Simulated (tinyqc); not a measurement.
From results back to parameters: smearing for a one-band metal on the simple cubic lattice. Two cases, with inputs chosen for the exercise.

Problem. With Gaussian smearing, f = erfc(x)/2, s = exp(-x^2)/(2 sqrt(pi)), x = (E_k - mu)/sigma and free energy F = E - sigma S, small widths give F(sigma) = E0 - D sigma^2/4, where D is the density of states at the Fermi level (both spins, per cell). F at two widths was computed from hidden E0 and D.

Case 1.

Values chosen: s1 = 0.142 eV; s2 = 0.284 eV.
F(s1) = -1.5316026 eV
F(s2) = -1.5676105 eV

Case 2.

Values chosen: s1 = 0.05 eV; s2 = 0.1 eV.
F(s1) = -0.9619663 eV
F(s2) = -0.9624650 eV

Find: D; E0.

Solution. D = 4 (F(s1) - F(s2))/(s2^2 - s1^2); E0 = F(s1) + D s1^2/4.

Case 1.

D = 2.381 1/eV
E0 = -1.5196 eV

Case 2.

D = 0.266 1/eV
E0 = -0.9618 eV

Computed by tinyqc, one run a case: `OMP_NUM_THREADS=1 python tinyqc.py N N+1 out.jsonl` with N = 1651213, 1651566; one thread of a shared Intel(R) Xeon(R) Processor @ 2.30GHz, about 0.3 s a run at most.
